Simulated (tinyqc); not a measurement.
Nucleation and growth against temperature: classical nucleation, growth and JMAK kinetics of crystallisation from a melt or glass. Computed by tinyqc, a small Python program. Command: `OMP_NUM_THREADS=1 python tinyqc.py 3007487 3007488 out.jsonl nucl walk`. One thread of a shared host (Intel(R) Xeon(R) Processor @ 2.30GHz), about 0.01 s of CPU time with the checks.

A spherical nucleus cap on a flat wall with a sharp interface of isotropic energy gamma; lambda = Omega^(1/3) is the jump distance.

Inputs (values chosen for the exercise, for a model substance):
```
quantity                        value        unit
melting point T_m                1220           K
heat of melting per volume H     1190      J/cm^3
interface energy gamma          0.167       J/m^2
atomic volume Omega              31.4  angstrom^3
diffusion prefactor D0        7.1e-05       m^2/s
activation energy Q             0.568          eV
contact angle theta                90     degrees
wall area per volume S_v      1.1e+06         1/m
```

Nucleation: on a flat wall. Driving force: Turnbull (linear).

Constants: k_B = 1.380649e-23 J/K; k_B = 8.617333262e-05 eV/K.

Method:
- Driving force per volume: dG = H (T_m - T)/T_m.
- Shape factor f = (2 + cos theta)(1 - cos theta)^2/4.
- W(r) = f [4 pi r^2 gamma - (4/3) pi r^3 dG]; r* = 2 gamma/dG; W* = f 16 pi gamma^3/(3 dG^2); n* = f (4/3) pi r*^3/Omega.
- D = D0 exp(-Q/(k_B T)); attachment rate k+ = (A*/lambda^2) D/lambda^2 with A* = 2 pi r*^2 (1 - cos theta); Zeldovich factor Z = sqrt(W*/(3 pi k_B T))/n*; sites per volume N = S_v/lambda^2; I = N Z k+ exp(-W*/(k_B T)); lag time = 1/(4 pi Z^2 k+).
- Growth (Wilson-Frenkel): u = (D/lambda) [1 - exp(-dG Omega/(k_B T))].
- JMAK with steady nucleation and growth, nuclei spread at random: extended fraction X_e = (pi/3) I u^3 t^4, X = 1 - exp(-X_e); t_X = [-3 ln(1 - X)/(pi I u^3)]^(1/4); final grains per volume = Gamma(5/4) (3/pi)^(1/4) (I/u)^(3/4), Gamma(5/4) = 0.9064024771.
- Grain size = (grains per volume)^(-1/3). Rows are kept where W*/(k_B T) < 70.

Rates:
```
T (K)  W*/(k_B T)  I (1/(m^3 s))  u (m/s)   t_0.5 (s)  grain size (micrometre)
610        13.086     6.5879e+29     4.07  1.1051e-08               5.1711e-02
671        14.687     3.3838e+29    10.21  6.5486e-09               7.6874e-02
732        17.040     6.9894e+28    21.35  5.5860e-09               1.3712e-01
793        20.544     4.0366e+27    38.53  7.3175e-09               3.2422e-01
854        25.965     3.1141e+25    61.40  1.7408e-08               1.2291e+00
915        34.897     6.6480e+21    87.49  1.1042e-07               1.1110e+01
976        51.119     9.1036e+14   111.79  4.7764e-06               6.1403e+02
```

What does the comparison show, and why?

Among these rows I peaks at 610 K, u at 976 K and the change is fastest at 732 K, between the two. Growth has no barrier W*, so it peaks nearer T_m than nucleation. The grain size goes as (u/I)^(1/4), from 0.052 micrometre at the lowest T to 610 at the highest. Caution: in the coldest rows the nucleus has under 20 atoms or the barrier is under 10 k_B T, where the capillary model and steady rates are only a guide.

Extremes, crossings and ranges named in words are read from the listed rows.
